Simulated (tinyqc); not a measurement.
Isochronal anneals: hydrogen passivation of interface dangling bonds: competing passivation and dissociation with distributed barriers. Computed by tinyqc, a small Python program. Command: `OMP_NUM_THREADS=1 python tinyqc.py 3021221 3021222 out.jsonl passiv walk`. One thread of a shared host (Intel(R) Xeon(R) Processor @ 2.30GHz), about 0.02 s of CPU time with the checks.

P_b + H2 gives P_bH + H at the rate k_f [H2]; P_bH gives P_b + H at the rate k_d. All defects start unpassivated. E_f and E_d are Gaussian and independent.

Inputs (values chosen for the exercise, close to those used for P_b centres at the silicon-oxide interface):
```
quantity,value,unit
passivation prefactor k_f0,2.5e-07,cm^3/s
mean passivation barrier E_f,1.65,eV
spread sigma_f,0.032,eV
dissociation prefactor k_d0,4.6e+12,1/s
mean dissociation barrier E_d,2.59,eV
spread sigma_d,0.06,eV
"H2 in the oxide per atm, solubility factor",9.8e+17,1/(cm^3 atm)
hydrogen pressure p,0.03,atm
anneal time t,530,s
```

Constants: k_B = 8.617333262e-05 eV/K.

Method:
- [H2] = solubility factor x p; a = k_f0 [H2] exp(-E_f/(k_B T)), d = k_d0 exp(-E_d/(k_B T)). For one pair of barriers the active share is y = [d + a exp(-(a + d) t)]/(a + d).
- Temperatures in kelvin are T(C) + 273.15.
- Average y over both Gaussians with 40 x 40 Gauss-Hermite points.
- Minimise the averaged y over T between 150 and 900 C: find where ln y is equal at T - 0.05 and T + 0.05 C; T is rounded to 0.1 C.

best temperature = 468.1 C

Active share after the time t:
```
T (C),a (1/s),d (1/s),single barriers,distributed
200,1.9554e-08,1.1892e-15,9.9999e-01,9.9999e-01
250,9.3535e-07,5.1515e-13,9.9950e-01,9.9936e-01
300,2.2784e-05,7.7370e-11,9.8800e-01,9.8527e-01
350,3.3249e-04,5.1989e-09,8.3844e-01,8.1721e-01
400,3.2582e-03,1.8698e-07,1.7788e-01,2.0660e-01
450,2.3287e-02,4.0976e-06,1.8029e-04,1.4587e-03
500,1.2905e-01,6.0234e-05,4.6653e-04,7.8402e-04
600,2.2007e+00,5.1690e-03,2.3432e-03,3.5057e-03
700,2.0952e+01,1.7766e-01,8.4082e-03,1.1523e-02
800,1.3106e+02,3.1585e+00,2.3532e-02,3.0006e-02
```

What does the comparison show, and why?

The distributed share is least at 500 C among these rows, 7.8e-4, and the search puts the optimum at 468.1 C. On the cold side defects with high E_f survive; on the hot side dissociation, with the larger barrier, gains on passivation with an energy E_d - E_f = 0.94 eV. In that row single barriers give 4.7e-4, so the spread raises the floor. Caution: atomic hydrogen, which both passivates and depassivates, and further passivation during cooling are left out. Caution: shares below about 1e-3 in these rows are formal; measured passivation levels off well above them.

Extremes, crossings and ranges named in words are read from the listed rows.
